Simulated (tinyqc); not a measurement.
Solid solubility of a dopant against its melt (retrograde solidus), clustering and the electrically active fraction: one step, computed by the program tinyqc.

Task: Liquidus and solidus at T. x_l and x_s are atom fractions of the dopant in melt and solid; the solid is dilute. Liquidus of the host: R T ln(1 - x_l) + L x_l^2 = -H_f (1 - T/T_m). Distribution: k = x_s/x_l = exp[L (1 - x_l)^2/(R T)] exp(S/k_B - H/(k_B T)), the first factor being the activity coefficient in the melt. Solubility = x_s N0; at T_m x_l = 0.

Inputs (values chosen for the exercise, of the order of those of copper in silicon for the solubility):
```
quantity,value,unit
melting point of the host T_m,1687,K
heat of melting of the host H_f,50.2,kJ/mol
interaction L of the melt,-11,kJ/mol
enthalpy of transfer from melt to solid H,1.43,eV
entropy of transfer S,2.91,k_B
site density N0,5e+22,1/cm^3
temperature T,1385,K
```

Constants: R = 8.314462618 J/(mol K); k_B = 8.617333262e-05 eV/K.

Give: x_l; distribution coefficient k; x_s; solubility; k at the melting point.

Result:

x_l = 0.4459

distribution coefficient k = 8.569e-05

x_s = 3.821e-05

solubility = 1.910e+18 1/cm^3

k at the melting point = 4.479e-04

k has changed by a factor 0.19 from its value at T_m, while x_l has grown from 0 to 0.446.
